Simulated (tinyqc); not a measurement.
# Implant damage, amorphisation by cascade overlap, and solid-phase epitaxial regrowth, step by step

A worked calculation. Computed by tinyqc, a small Python program that keeps every step. Command: `OMP_NUM_THREADS=1 python tinyqc.py 3111620 3111621 out.jsonl sper walk`. One thread of a shared host (Intel(R) Xeon(R) Processor @ 2.30GHz), about 0.01 s of CPU time with the checks. Intermediate numbers are printed to about 7 digits and carried at full precision; extremes and crossings named in words are read from the listed rows.

Range and width of the damage are inputs. Dynamic annealing enters only through the surviving share f.

Inputs (values chosen for the exercise, modelled on fluorine ions in silicon):
```
quantity,value,unit
atomic density N,49.9,1/nm^3
ion Z1,9,-
ion mass M1,19,u
target Z2,14,-
target mass M2,28.09,u
ion energy E,52,keV
displacement energy E_d,14,eV
depth of the damage peak R_d,60,nm
width of the damage profile s_d,34,nm
share of defects that survive f,0.6,-
critical displaced share x_c,0.15,-
dose Q,2.3e+15,1/cm^2
overlaps needed n,1,-
area amorphised by one track A_i,5.2,nm^2
regrowth prefactor v0,5.5e+15,nm/s
regrowth energy E_a,2.7,eV
anneal temperature,613,C
rate relative to (100),1,-
peak enhancement by the dopant,6.1,-
ramp rate,7.5,K/s
```

Constants: a_0 = 0.529177210903 angstrom; e^2/(4 pi eps_0) = 14.39964548 eV angstrom; k_B = 8.617333262e-05 eV/K.

## Damage energy and displacements per ion

Robinson partition: eps = E a M2/(Z1 Z2 (e^2/(4 pi eps_0)) (M1 + M2)), a = 0.8853 a_0/sqrt(Z1^(2/3) + Z2^(2/3)); k = 0.0793 Z1^(2/3) Z2^(1/2) (M1 + M2)^(3/2)/((Z1^(2/3) + Z2^(2/3))^(3/4) M1^(3/2) M2^(1/2)); damage energy T_d = E/(1 + k (eps + 0.40244 eps^(3/4) + 3.4008 eps^(1/6))); displacements nu = 0.8 T_d/(2 E_d).

reduced energy eps = 2.515778

k = 0.1663798

damage energy T_d = 23.50599 keV

T_d/E = 0.4520384

displacements per ion nu = 671.5999

55 % of the energy goes to electrons.

## The amorphous layer

Displaced share x(z) = f nu Q exp(-(z - R_d)^2/(2 s_d^2))/(sqrt(2 pi) s_d N); the layer is amorphous where x > x_c, between R_d -/+ s_d sqrt(2 ln(x_max/x_c)), the upper edge being cut at the surface. Threshold dose Q_c = Q x_c/x_max.

peak displaced share x_max = 2.179316

threshold dose Q_c = 1.583065e+14 1/cm^2

upper edge = 0 nm

lower edge = 138.6589 nm

The layer reaches the surface. Caution: x above 1 counts atoms displaced more than once.

## Damage left below the interface

Displaced atoms per area beyond the lower edge z2: f nu Q (1/2) erfc((z2 - R_d)/(sqrt2 s_d)); they are not removed by regrowth.

share of the damage beyond z2 = 0.01034770

displaced atoms beyond z2 = 9.590329e+15 1/cm^2

## Layer against dose

The formulas are those given above.

Dose series; the last column is f nu Q erfc((z2 - R_d)/(sqrt2 s_d))/2:
```
Q (1/cm^2),x_max,upper edge (nm),lower edge (nm),displaced atoms beyond z2 (1/cm^2)
1.74e+14,0.164870,45.21707,74.7829,2.326814e+16
2.37e+14,0.224564,29.45570,90.5443,1.761968e+16
3.96e+14,0.375221,13.95840,106.0416,1.401712e+16
6.33e+14,0.599786,3.39358,116.6064,1.223509e+16
1.11e+15,1.051757,0.00000,127.1030,1.082997e+16
1.90e+15,1.800305,0.00000,135.7990,9.872100e+15
3.96e+15,3.752214,0.00000,146.2752,8.907774e+15
7.92e+15,7.504429,0.00000,155.1103,8.221473e+15
```

A dose 46 times larger moves the lower edge from 74.8 to 155 nm, as the root of a logarithm, and the damage beyond it falls by a factor 2.8, since the edge lies on an ever steeper tail. The layer reaches the surface at Q_c exp(R_d^2/(2 s_d^2)) = 7.51e14 per cm^2.

## Overlap model

Gibbons model: a point turns amorphous after n + 1 hits; with y = A_i Q the amorphous share is 1 - exp(-y) sum_(k=0..n) y^k/k!. Doses are set by y.

Amorphous share:
```
y,Q (1/cm^2),direct impact (n = 0),given n
0.1,1.923077e+12,0.0951626,0.0046788
0.3,5.769231e+12,0.2591818,0.0369363
0.6,1.153846e+13,0.4511884,0.1219014
1.0,1.923077e+13,0.6321206,0.2642411
2.0,3.846154e+13,0.8646647,0.5939942
3.0,5.769231e+13,0.9502129,0.8008517
5.0,9.615385e+13,0.9932621,0.9595723
8.0,1.538462e+14,0.9996645,0.9969808
```

At small y the share grows as y^2; between the first rows the exponent is 1.88.

## Isothermal regrowth

v = v0 x orientation factor x exp(-E_a/(k_B T)) x [1 + (enhancement - 1) exp(-(z - R_d)^2/(2 s_d^2))], T = anneal temperature + 273.15 K; the dopant is taken to follow the damage profile; the lower front moves from the lower edge z2 to the surface, or to the middle (z1 + z2)/2 of a buried layer with upper edge z1; time = int dz/v; the equivalent undoped distance is that time times the undoped velocity.

undoped velocity = 2.425057 nm/s

distance to regrow = 138.6589 nm

time without enhancement = 57.17757 s

equivalent undoped distance = 42.26383 nm

time with enhancement = 17.42798 s

The rate doubles for each 17 K or so near this temperature.

## Regrowth during a ramp

On a linear ramp from 200 C regrowth ends at the T_f where int v_undoped dT/(ramp rate) equals the equivalent undoped distance.

temperature at which regrowth ends = 655.3922 C

Checks made by the program: tail against quadrature of x(z) N (relative difference below 1e-10).
